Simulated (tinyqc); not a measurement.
Worked calculation: G0W0 on RHF in the sto-6g basis, for H6, spin multiplicity 1. One step of it, computed by the program tinyqc.

Question. Iteration 1: building the Fock matrix. J_ij = sum D_kl (ij|kl), K_ij = sum D_kl (ik|jl); F = H + J - 0.5 K; E = tr D H + tr D J / 2 - 0.25 tr D K + E_nn.

D at the start, order 1H 1s, 2H 1s, 3H 1s, 4H 1s, 5H 1s, 6H 1s:
```
[[0.157842, 0.428860, -0.035435, -0.203621, 0.123634, 0.073655],
 [0.428860, 1.234190, 0.131364, -0.478405, 0.127571, 0.123634],
 [-0.035435, 0.131364, 0.869972, 0.533978, -0.478405, -0.203621],
 [-0.203621, -0.478405, 0.533978, 0.869972, 0.131364, -0.035435],
 [0.123634, 0.127571, -0.478405, 0.131364, 1.234190, 0.428860],
 [0.073655, 0.123634, -0.203621, -0.035435, 0.428860, 0.157842]]
```

core Hamiltonian H = T + V (hartree), order 1H 1s, 2H 1s, 3H 1s, 4H 1s, 5H 1s, 6H 1s:
```
[[-1.625284, -1.126501, -0.190471, -0.037655, -0.002993, -0.000379],
 [-1.126501, -1.914467, -0.781879, -0.198813, -0.019706, -0.002993],
 [-0.190471, -0.781879, -2.048761, -1.263501, -0.198813, -0.037655],
 [-0.037655, -0.198813, -1.263501, -2.048761, -0.781879, -0.190471],
 [-0.002993, -0.019706, -0.198813, -0.781879, -1.914467, -1.126501],
 [-0.000379, -0.002993, -0.037655, -0.190471, -1.126501, -1.625284]]
```

Two-electron integrals (ij|kl) in chemists' order, unique and non-zero (hartree):
```
(11|11) 0.774999   (21|11) 0.335031   (21|21) 0.181541   (22|11) 0.495962
(22|21) 0.335031   (22|22) 0.774999   (31|11) 0.034912   (31|21) 0.021128
(31|22) 0.045062   (31|31) 0.003101   (32|11) 0.112741   (32|21) 0.077950
(32|22) 0.192628   (32|31) 0.013713   (32|32) 0.068273   (33|11) 0.235168
(33|21) 0.158112   (33|22) 0.391299   (33|31) 0.034912   (33|32) 0.192628
(33|33) 0.774999   (41|11) 0.005345   (41|21) 0.003281   (41|22) 0.007135
(41|31) 0.000524   (41|32) 0.002424   (41|33) 0.007135   (41|41) 0.000095
(42|11) 0.021474   (42|21) 0.014438   (42|22) 0.034912   (42|31) 0.002701
(42|32) 0.013713   (42|33) 0.045062   (42|41) 0.000524   (42|42) 0.003101
(43|11) 0.103504   (43|21) 0.066867   (43|22) 0.158112   (43|31) 0.014438
(43|32) 0.077950   (43|33) 0.335031   (43|41) 0.003281   (43|42) 0.021128
(43|43) 0.181541   (44|11) 0.165724   (44|21) 0.103504   (44|22) 0.235168
(44|31) 0.021474   (44|32) 0.112741   (44|33) 0.495962   (44|41) 0.005345
(44|42) 0.034912   (44|43) 0.335031   (44|44) 0.774999   (51|11) 0.000312
(51|21) 0.000196   (51|22) 0.000438   (51|31) 0.000034   (51|32) 0.000161
(51|33) 0.000515   (51|41) 0.000007   (51|42) 0.000038   (51|43) 0.000261
(51|44) 0.000474   (51|51) 4.92e-07   (52|11) 0.001662   (52|21) 0.001084
(52|22) 0.002554   (52|31) 0.000206   (52|32) 0.001044   (52|33) 0.003624
(52|41) 0.000043   (52|42) 0.000256   (52|43) 0.001909   (52|44) 0.003624
(52|51) 3.37e-06   (52|52) 0.000024   (53|11) 0.012871   (53|21) 0.008028
(53|22) 0.018218   (53|31) 0.001632   (53|32) 0.008470   (53|33) 0.034912
(53|41) 0.000380   (53|42) 0.002412   (53|43) 0.021128   (53|44) 0.045062
(53|51) 0.000034   (53|52) 0.000256   (53|53) 0.003101   (54|11) 0.046934
(54|21) 0.028477   (54|22) 0.062518   (54|31) 0.005532   (54|32) 0.027836
(54|33) 0.112741   (54|41) 0.001336   (54|42) 0.008470   (54|43) 0.077950
(54|44) 0.192628   (54|51) 0.000132   (54|52) 0.001044   (54|53) 0.013713
(54|54) 0.068273   (55|11) 0.117752   (55|21) 0.069811   (55|22) 0.149147
(55|31) 0.012871   (55|32) 0.062518   (55|33) 0.235168   (55|41) 0.002969
(55|42) 0.018218   (55|43) 0.158112   (55|44) 0.391299   (55|51) 0.000312
(55|52) 0.002554   (55|53) 0.034912   (55|54) 0.192628   (55|55) 0.774999
(61|11) 0.000031   (61|21) 0.000020   (61|22) 0.000045   (61|31) 3.61e-06
(61|32) 0.000018   (61|33) 0.000061   (61|41) 7.37e-07   (61|42) 4.36e-06
(61|43) 0.000032   (61|44) 0.000061   (61|51) 5.84e-08   (61|52) 4.13e-07
(61|53) 4.36e-06   (61|54) 0.000018   (61|55) 0.000045   (61|61) 7.17e-09
(62|11) 0.000211   (62|21) 0.000135   (62|22) 0.000312   (62|31) 0.000026
(62|32) 0.000132   (62|33) 0.000474   (62|41) 0.000006   (62|42) 0.000034
(62|43) 0.000261   (62|44) 0.000515   (62|51) 4.61e-07   (62|52) 3.37e-06
(62|53) 0.000038   (62|54) 0.000161   (62|55) 0.000438   (62|61) 5.84e-08
(62|62) 4.92e-07   (63|11) 0.002178   (63|21) 0.001335   (63|22) 0.002969
(63|31) 0.000263   (63|32) 0.001336   (63|33) 0.005345   (63|41) 0.000061
(63|42) 0.000380   (63|43) 0.003281   (63|44) 0.007135   (63|51) 0.000006
(63|52) 0.000043   (63|53) 0.000524   (63|54) 0.002424   (63|55) 0.007135
(63|61) 7.37e-07   (63|62) 0.000007   (63|63) 0.000095   (64|11) 0.009959
(64|21) 0.005958   (64|22) 0.012871   (64|31) 0.001122   (64|32) 0.005532
(64|33) 0.021474   (64|41) 0.000263   (64|42) 0.001632   (64|43) 0.014438
(64|44) 0.034912   (64|51) 0.000026   (64|52) 0.000206   (64|53) 0.002701
(64|54) 0.013713   (64|55) 0.045062   (64|61) 3.61e-06   (64|62) 0.000034
(64|63) 0.000524   (64|64) 0.003101   (65|11) 0.056461   (65|21) 0.033099
(65|22) 0.069811   (65|31) 0.005958   (65|32) 0.028477   (65|33) 0.103504
(65|41) 0.001335   (65|42) 0.008028   (65|43) 0.066867   (65|44) 0.158112
(65|51) 0.000135   (65|52) 0.001084   (65|53) 0.014438   (65|54) 0.077950
(65|55) 0.335031   (65|61) 0.000020   (65|62) 0.000196   (65|63) 0.003281
(65|64) 0.021128   (65|65) 0.181541   (66|11) 0.097275   (66|21) 0.056461
(66|22) 0.117752   (66|31) 0.009959   (66|32) 0.046934   (66|33) 0.165724
(66|41) 0.002178   (66|42) 0.012871   (66|43) 0.103504   (66|44) 0.235168
(66|51) 0.000211   (66|52) 0.001662   (66|53) 0.021474   (66|54) 0.112741
(66|55) 0.495962   (66|61) 0.000031   (66|62) 0.000312   (66|63) 0.005345
(66|64) 0.034912   (66|65) 0.335031   (66|66) 0.774999
```

nuclear repulsion = 4.24704832 hartree

Give: Coulomb J; exchange K; Fock matrix F; total energy of this density.

Answer.

Coulomb J (hartree), order 1H 1s, 2H 1s, 3H 1s, 4H 1s, 5H 1s, 6H 1s:
```
[[1.694, 1.048, 0.167, 0.032, 0.002, 0.000],
 [1.048, 2.307, 0.782, 0.182, 0.017, 0.002],
 [0.167, 0.782, 2.520, 1.311, 0.182, 0.032],
 [0.032, 0.182, 1.311, 2.520, 0.782, 0.167],
 [0.002, 0.017, 0.182, 0.782, 2.307, 1.048],
 [0.000, 0.002, 0.032, 0.167, 1.048, 1.694]]
```

exchange K (hartree), order 1H 1s, 2H 1s, 3H 1s, 4H 1s, 5H 1s, 6H 1s:
```
[[0.635, 0.768, 0.166, -0.010, 0.010, 0.017],
 [0.768, 1.355, 0.502, 0.109, 0.010, 0.010],
 [0.166, 0.502, 1.231, 0.881, 0.109, -0.010],
 [-0.010, 0.109, 0.881, 1.231, 0.502, 0.166],
 [0.010, 0.010, 0.109, 0.502, 1.355, 0.768],
 [0.017, 0.010, -0.010, 0.166, 0.768, 0.635]]
```

Fock matrix F (hartree), order 1H 1s, 2H 1s, 3H 1s, 4H 1s, 5H 1s, 6H 1s:
```
[[-0.249, -0.463, -0.107, -0.001, -0.006, -0.009],
 [-0.463, -0.285, -0.251, -0.071, -0.008, -0.006],
 [-0.107, -0.251, -0.144, -0.393, -0.071, -0.001],
 [-0.001, -0.071, -0.393, -0.144, -0.251, -0.107],
 [-0.006, -0.008, -0.071, -0.251, -0.285, -0.463],
 [-0.009, -0.006, -0.001, -0.107, -0.463, -0.249]]
```

total energy of this density = -2.90199 hartree
